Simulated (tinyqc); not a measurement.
From results back to parameters: five-level k.p model folded onto the conduction band. Three cases, with inputs chosen for the exercise.

Problem. The levels are known; the mass and the g factor at E = Eg are given. Find Ep and Ep2.

Second-order sums for the lowest conduction level at E: 1/m = 1 + Cm + (Ep/3)(2/E + 1/(E + Dso)) - (Ep2/3)(2/(E7 + D2 - E) + 1/(E7 - E)); g/2 = 1 + Cg - (Ep/3)(1/E - 1/(E + Dso)) - (Ep2/3)(1/(E7 - E) - 1/(E7 + D2 - E)). E is counted from the top of the valence band; E = Eg at the edge.

Case 1.

Values chosen (near those of CdTe; the results hold for these values, not for the real material): Eg = 1.578 eV (gap at Gamma to the s-like level); Dso = 0.912 eV (spin-orbit splitting); E7 = 5.17 eV (upper Gamma7 conduction level, from the valence top); D2 = 0.27 eV (its spin-orbit splitting, Gamma8 above Gamma7); Cm = -1.3 (remote term in 1/m); Cg = 0 (remote term in g/2).

m = 0.09932055 m0
g = -1.022680

Case 2.

Values chosen (near those of GaAs; the results hold for these values, not for the real material): Eg = 1.519 eV (gap at Gamma to the s-like level); Dso = 0.34 eV (spin-orbit splitting); E7 = 4.48 eV (upper Gamma7 conduction level, from the valence top); D2 = 0.16 eV (its spin-orbit splitting, Gamma8 above Gamma7); Cm = -1 (remote term in 1/m); Cg = 0 (remote term in g/2).

m = 0.06784677 m0
g = -0.123995

Case 3.

Values chosen (near those of InAs; the results hold for these values, not for the real material): Eg = 0.414 eV (gap at Gamma to the s-like level); Dso = 0.382 eV (spin-orbit splitting); E7 = 4.45 eV (upper Gamma7 conduction level, from the valence top); D2 = 0.17 eV (its spin-orbit splitting, Gamma8 above Gamma7); Cm = -1 (remote term in 1/m); Cg = -0.02 (remote term in g/2).

m = 0.02273321 m0
g = -15.059297

Find: coefficients of (Ep, Ep2); right-hand sides 1/m - 1 - Cm and 1 + Cg - g/2; Ep, Ep2.

Solution. Both sums are linear in Ep and Ep2, so two equations fix them.

Case 1.

coefficients of (Ep, Ep2) (1/eV):
```
         1         2
1  0.55634  -0.26542
2  0.07737   0.00649
```

right-hand sides 1/m - 1 - Cm and 1 + Cg - g/2: 10.3684  1.5113

Ep, Ep2 (eV): 19.40  1.60

Case 2.

coefficients of (Ep, Ep2) (1/eV):
```
         1         2
1  0.61819  -0.32618
2  0.04013   0.00577
```

right-hand sides 1/m - 1 - Cm and 1 + Cg - g/2: 14.7391  1.0620

Ep, Ep2 (eV): 25.90  3.90

Case 3.

coefficients of (Ep, Ep2) (1/eV):
```
         1         2
1  2.02907  -0.24109
2  0.38639   0.00334
```

right-hand sides 1/m - 1 - Cm and 1 + Cg - g/2: 43.9885  8.5096

Ep, Ep2 (eV): 22.00  2.70

Computed by tinyqc, one run a case: `OMP_NUM_THREADS=1 python tinyqc.py N N+1 out.jsonl` with N = 1050208, 1050215, 1050217; one thread of a shared Intel(R) Xeon(R) Processor @ 2.30GHz, about 0.01 s a run at most.
